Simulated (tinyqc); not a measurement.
Weaire-Thorpe hybrids on a Bethe lattice: gap and dangling bond of an amorphous tetrahedral solid: sweeps and comparisons. A value that a table varies takes the place of the one given here.

Four sp3 hybrids an atom at energy 0, coupled by -V1 on the atom and by -V2 along a bond; the bonds form a tree (no rings). For any network the gap runs at least from -V2 + V1 to V2 - 3 V1, and p-like states pile up at -V2 + V1 and V2 + V1. On the tree the gap is wider: it ends at Ec = -V1 + sqrt(V2^2 + 4 V1^2 - 2 sqrt3 V1 V2), which makes it well wider than the gaps of the real glasses. A branch seen from a hybrid has the self-energy S = V2^2 g, where g is the Green function of the hybrid across the bond, whose three partners carry S themselves. With a = z - V1, b = a - S: g = 1/(a + V1 b/(b + 3 V1)), z = E + i eta. A full atom has G = (1/b)(b + 3 V1)/(b + 4 V1) per hybrid; a dangling hybrid with shift dh has G = 1/(1/g - dh).

Values chosen for the exercise (of the size of tabulated hybrid energies for amorphous silicon; shifted at random, so the results belong to these values and not to a real crystal):
- V1 = 1.83 eV (coupling of two hybrids on one atom)
- V2 = 4.24 eV (coupling of the two hybrids of a bond)
- eta = 0.03 eV (broadening)
- dh = -0.29 eV (shift of the dangling hybrid (rehybridisation))
- VH = 4.39 eV (coupling to a hydrogen atom)
- eH = -4.34 eV (hydrogen level)
- E1s = -3.6 eV (first energy)
- dE = 0.43 eV (step)

## Bulk, dangling and hydrogenated hybrids across the gap

edges (eV): Ev -2.41000, Ec(bound) -1.25000, Ec(tree) 0.29003

Thirteen energies E1s + j dE. With hydrogen the hybrid gains the self-energy VH^2/(z - eH) and dh = 0.

Density per hybrid (1/eV):
```
E (eV)    bulk  dangling  with hydrogen
-3.60   0.0023    0.0010         0.0003
-3.17   0.0045    0.0009         0.0003
-2.74   0.0220    0.0010         0.0003
-2.31   0.2193    0.0013         0.0003
-1.88   0.0087    0.0019         0.0004
-1.45   0.0029    0.0032         0.0004
-1.02   0.0015    0.0066         0.0006
-0.59   0.0011    0.0239         0.0007
-0.16   0.0011    3.2954         0.0012
0.27    0.0036    0.0452         0.0059
0.70    0.0234    0.1013         0.0459
1.13    0.0302    0.0953         0.0702
1.56    0.0343    0.0875         0.0916
```

Between Ev = -2.41 and Ec = 0.29 eV the bulk density is a broadening tail (least 0.0011). The dangling hybrid reaches 3.295 at -0.16 eV among these rows; its level lies at -0.137 eV, and the peak there, of width eta, is far higher unless a row falls on it. With hydrogen the largest value on the rows inside the gap, more than 0.05 eV from an edge, is 0.0012, and 1/g = VH^2/(E - eH) has no root in the gap: the state has gone into a bonding level below and an antibonding one above.

## Level against rehybridisation

Root of 1/g(E) = dh for eta = 0 in the gap of the tree, between Ev = -V2 + V1 and Ec; a dash: none. A flatter atom makes the hybrid more p-like (dh > 0, up to V1), a more pyramidal one more s-like (dh < 0).

Level:
```
dh (eV)   E (eV)  above Ev (eV)  weight
-3.0     -1.7316         0.6784   0.586
-2.5     -1.4332         0.9768   0.606
-2.0     -1.1280         1.2820   0.613
-1.5     -0.8222         1.5878   0.607
-1.0     -0.5242         1.8858   0.582
-0.5     -0.2448         2.1652   0.530
0.0       0.0000         2.4100   0.441
0.5       0.1871         2.5971   0.296
1.0       0.2841         2.6941   0.079
```

A level exists for 9 of the 9 rows, from dh = -3 (0.678 eV above Ev) to 1 (2.694 eV); the gap of the tree is 2.700 eV. Its slope dE/d(dh) is the weight, largest at dh = -2 (0.61). A level that rises as the atom flattens is why an emptied dangling bond relaxes flat and a doubly filled one pyramidal.

## Stretching the bonds

V2 is scaled as (d0/d)^2 and V1 stays. Bound 2 V2 - 4 V1; tree V2 - 2 V1 + sqrt(V2^2 + 4 V1^2 - 2 sqrt3 V1 V2); a negative bound means that a network with rings may have no gap.

Against d/d0:
```
d/d0  V2 (eV)  V2/V1  bound (eV)  tree (eV)
0.96    4.601  2.514       1.881      3.264
0.98    4.415  2.412       1.510      2.968
1.00    4.240  2.317       1.160      2.700
1.02    4.075  2.227       0.831      2.457
1.04    3.920  2.142       0.520      2.238
1.07    3.703  2.024       0.087      1.950
1.10    3.504  1.915      -0.312      1.704
1.15    3.206  1.752      -0.908      1.376
```

The bound falls by 170 meV for each per cent of stretch near d0 and vanishes at d/d0 = 1.076, inside the table. Weak, stretched bonds therefore put states closest to the edges, one origin of band tails.

## What each parameter does

Ev = -V2 + V1, conduction edge of the tree -V1 + sqrt(V2^2 + 4 V1^2 - 2 sqrt3 V1 V2), and the level that solves 1/g(E) = dh for eta = 0. Each row changes one parameter from the base and keeps the others.

Results:
```
case           Ev (eV)  Ec (eV)  level (eV)  weight
base           -2.4100   0.2900     -0.1367   0.498
V1 = 1.75 eV   -2.4900   0.3770     -0.1494   0.539
V2 = 4.39 eV   -2.5600   0.3696     -0.1464   0.529
dh = -0.39 eV  -2.4100   0.2900     -0.1873   0.515
```

The largest shifts from the base row, up to three for each result and ties (the steps differ in size, so this ranks the rows, not the parameters). Ev (eV): V2 -0.1500, V1 -0.0800; unchanged at the printed digits by dh. Ec (eV): V1 +0.0869, V2 +0.0795; unchanged at the printed digits by dh. level (eV): dh -0.0507, V1 -0.0127, V2 -0.0098. weight: V1 +0.040, V2 +0.030, dh +0.016.

(tinyqc, `OMP_NUM_THREADS=1 python tinyqc.py 1481925 1481926 out.jsonl`, Intel(R) Xeon(R) Processor @ 2.30GHz, 1 thread, shared host, about 0.03 s.)
